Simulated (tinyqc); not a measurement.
# Resistance of a source-drain extension with a graded tip: effects of single changes

y runs along the channel, the gate covers y > 0. The doping is N0 for y < y0 and N0 10^(-(y - y0)/la) beyond, uniform over the depth xj. Sheet conductance s(y) = q mu(N) max(N - Nch, 0) xj + (for y > 0) ma Cox Vo, with mu(N) = u0 + (u1 - u0)/(1 + (N/Nr)^au) and Cox = eps0 eox/tox. Current is taken as one-dimensional; depletion of the tip, spreading and the contact are left out. The metallurgical junction lies at yj, where N = Nch.

Values chosen for this exercise; mobility law close to that of electrons in silicon:
- eox = 3.9 (relative permittivity of the gate insulator (close to silicon dioxide))
- tox = 1.7 nm (insulator thickness)
- N0 = 1.8e20 cm^-3 (active doping of the extension far from the gate)
- la = 5.9 nm/decade (lateral abruptness)
- y0 = 4.5 nm (position under the gate where the fall begins (gate edge at 0))
- xj = 29 nm (depth of the extension)
- Nch = 5.6e17 cm^-3 (channel doping)
- Ls = 6 nm (spacer length)
- Vo = 0.69 V (gate overdrive)
- ma = 170 cm^2/(V s) (mobility of the gate-induced layer)
- u1 = 1414 cm^2/(V s) (mobility at low doping)
- u0 = 68.5 cm^2/(V s) (mobility at high doping)
- Nr = 9.2e16 cm^-3 (reference doping)
- au = 0.711 (exponent)
- Lg = 60 nm (gate length)

Constants: q = 1.602176634e-19 C, eps0 = 8.8541878128e-14 F/cm where lengths are in cm. Results are converted to the units shown.

Each table varies one quantity; the others keep the values above.

## Abruptness at a fixed junction position

R_spacer = integral of dy/s from -Ls to 0, R_ov from 0 to yj, R_channel = (Lg - 2 yj)/(ma Cox Vo), R_total = 2 R_spacer + 2 R_ov + R_channel. Electrical length L_eff = ma Cox dR_total/d(1/Vo); R_series = R_total - L_eff/(ma Cox Vo). y0 is moved with la so that yj stays at 19.292 nm.

The same in every row: yj (nm) = 19.29; R_channel (ohm um) = 89.88.

Abruptness at a fixed junction position:
```
la (nm/decade),R_spacer (ohm um),R_ov (ohm um),R_total (ohm um),L_eff (nm),R_series (ohm um)
1,0.9644,6.598,105.0,22.57,10.26
2.2,0.9644,10.93,113.7,23.90,13.36
3.5,0.9644,15.63,123.1,25.34,16.72
4.7,0.9644,19.96,131.7,26.67,19.82
5.9,0.9644,24.30,140.4,27.99,22.92
7.1,0.9644,28.63,149.1,29.32,26.02
8.4,1.040,33.25,158.5,30.75,29.40
9.6,1.566,37.12,167.3,32.06,32.72
```

As la goes from 1 to 9.6 nm/decade, R_total rises from 105 to 167 ohm um, R_spacer rises from 0.964 to 1.57 ohm um and R_ov rises from 6.60 to 37.1 ohm um. R_total changes on average by 7.24 ohm um for each nm/decade. L_eff exceeds the metallurgical length by 1.16 nm in the first row and 10.6 nm in the last, since the gate also controls the lightly doped tips.

## Effect of the depth of the extension

Same model as above.

The same in every row: yj (nm) = 19.29; R_channel (ohm um) = 89.88.

Results:
```
xj (nm),R_spacer (ohm um),R_ov (ohm um),R_total (ohm um),L_eff (nm),R_series (ohm um)
4,6.992,47.87,199.6,38.22,39.20
5.6,4.994,43.63,187.1,36.22,35.10
7.7,3.632,39.66,176.5,34.42,32.02
11,2.543,35.30,165.6,32.50,29.18
21,1.332,27.79,148.1,29.36,24.90
29,0.9644,24.30,140.4,27.99,22.92
40,0.6992,21.03,133.4,26.78,20.95
```

Estimate the missing row, xj = 15 nm.

Computed row:
```
xj (nm),R_spacer (ohm um),R_ov (ohm um),R_total (ohm um),L_eff (nm),R_series (ohm um)
15,1.865,31.62,156.9,30.93,27.03
```

With this row back in the table: As xj goes from 4 to 40, R_total falls from 200 to 133 ohm um, L_eff falls from 38.2 to 26.8 nm and R_series falls from 39.2 to 20.9 ohm um.

Numbers from tinyqc (`OMP_NUM_THREADS=1 python tinyqc.py 2282219 2282220 out.jsonl`; about 0.03 s on one thread of a shared Intel Xeon 2.30GHz).
